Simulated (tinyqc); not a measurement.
Barrier height: exchange-split free-electron bands and tunnelling magnetoresistance.

Majority and minority bands E = c k^2/m -/+ Dx/2, c = hbar^2/2m0, so k_up = sqrt(m (EF + Dx/2)/c), k_dn = sqrt(m (EF - Dx/2)/c); n_s = k_s^3/(6 pi^2), D_s = m k_s/(4 pi^2 c).

Barrier: kappa = sqrt(mb phi/c), c = hbar^2/2m0. With a = k1/m, b = k2/m, w = kappa/mb, the transmission at normal incidence is T(k1, k2) = 4 a b w^2/[w^2 (a + b)^2 + (w^2 + a^2)(w^2 + b^2) sinh^2(kappa d)]. Parallel: G_P = T(up, up) + T(dn, dn); antiparallel: G_AP = 2 T(up, dn); TMR = (G_P - G_AP)/G_AP. Julliere: TMR = 2 P^2/(1 - P^2). Slonczewski factor: P_eff = P_k (w^2 - a_up a_dn)/(w^2 + a_up a_dn), P_k = (k_up - k_dn)/(k_up + k_dn).

Constants: hbar^2/2m0 = 3.80998211 eV angstrom^2.

Parameters, chosen for this exercise: EF = 3.49 eV (Fermi energy above the mean band bottom); Dx = 1.87 eV (exchange splitting); m = 0.89 m0 (mass in the electrodes); mb = 0.4 m0 (mass in the barrier); d = 12.5 angstrom (barrier thickness).

Results:

| phi (eV) | w (1/angstrom) | P_eff | TMR (%) | G_P |
|---|---|---|---|---|
| 0.20 | 0.362 | -0.1046 | 2.01 | 0.0900 |
| 0.40 | 0.512 | -0.0793 | 1.24 | 0.0314 |
| 0.70 | 0.678 | -0.0501 | 0.50 | 0.00779 |
| 1.0 | 0.810 | -0.0278 | 0.16 | 0.00229 |
| 1.5 | 0.992 | -0.0005 | 0.00 | 0.000386 |
| 2.0 | 1.146 | 0.0190 | 0.07 | 8.16e-05 |
| 3.0 | 1.403 | 0.0450 | 0.41 | 5.68e-06 |
| 4.0 | 1.620 | 0.0616 | 0.76 | 5.82e-07 |
| 6.0 | 1.984 | 0.0815 | 1.34 | 1.24e-08 |
| 10 | 2.562 | 0.1006 | 2.05 | 2.77e-11 |

P_eff vanishes where w^2 = a_up a_dn, at phi = 1.51 eV, inside the table; the lowest TMR listed is 0.00 % at 1.5 eV. TMR is 2.0 % at the lowest barrier and 2.0 % at the highest, against 3.8 % for Julliere with P_k; P_eff tends to +P_k for very high barriers and to -P_k for very low ones. G_P falls by 9.5 decades.

(tinyqc, `OMP_NUM_THREADS=1 python tinyqc.py 1652592 1652593 out.jsonl`, Intel(R) Xeon(R) Processor @ 2.30GHz, 1 thread, shared host, about 0.01 s.)
